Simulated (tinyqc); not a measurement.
From results back to parameters: cyclotron resonance of ellipsoidal valleys, Ge type. Three cases, with inputs chosen for the exercise.

Problem. The cyclotron masses of the valleys [111] and [11-1] at this angle were computed from hidden ml and mt.

Valleys along [111], [-111], [1-11], [11-1], mass ml along the axis and mt across it. B lies in the (1-10) plane, b = (sin(theta)/sqrt2, sin(theta)/sqrt2, cos(theta)). For the angle phi between B and the axis, 1/mc^2 = cos^2(phi)/mt^2 + sin^2(phi)/(mt ml). Resonance: h nu = 2 muB B/mc, h = 2 pi hbar.

Find: X = 1/mt^2; Y = 1/(mt ml); mt; ml.

Case 1.

Values chosen (out of a larger set: near those of Ge; not measured data): theta = 28 degrees (angle of B from [001] towards [110]).

mc of [111] = 0.091239 m0
mc of [11-1] = 0.321088 m0

Solution.

X = 1/mt^2 = 148.72
Y = 1/(mt ml) = 7.441
mt = 0.082 m0
ml = 1.64 m0

With cos^2(phi) = 0.7976 and 0.0160, the two values of 1/mc^2 are linear equations for X and Y; mt = 1/sqrt(X), ml = sqrt(X)/Y.

Case 2.

Values chosen (out of a larger set: near those of Ge; not measured data): theta = 8 degrees (angle of B from [001] towards [110]).

mc of [111] = 0.110803 m0
mc of [11-1] = 0.156525 m0

Solution.

X = 1/mt^2 = 164.37
Y = 1/(mt ml) = 8.003
mt = 0.078 m0
ml = 1.60 m0

With cos^2(phi) = 0.4697 and 0.2099, the two values of 1/mc^2 are linear equations for X and Y; mt = 1/sqrt(X), ml = sqrt(X)/Y.

Case 3.

Values chosen (out of a larger set: near those of Ge; not measured data): theta = 35 degrees (angle of B from [001] towards [110]).

mc of [111] = 0.088932 m0
mc of [11-1] = 0.360300 m0

Solution.

X = 1/mt^2 = 141.72
Y = 1/(mt ml) = 7.700
mt = 0.084 m0
ml = 1.55 m0

With cos^2(phi) = 0.8860 and 0.0000, the two values of 1/mc^2 are linear equations for X and Y; mt = 1/sqrt(X), ml = sqrt(X)/Y.

Computed by tinyqc, one run a case: `OMP_NUM_THREADS=1 python tinyqc.py N N+1 out.jsonl` with N = 1251763, 1251796, 1251801; one thread of a shared Intel(R) Xeon(R) Processor @ 2.30GHz, about 0.01 s a run at most.
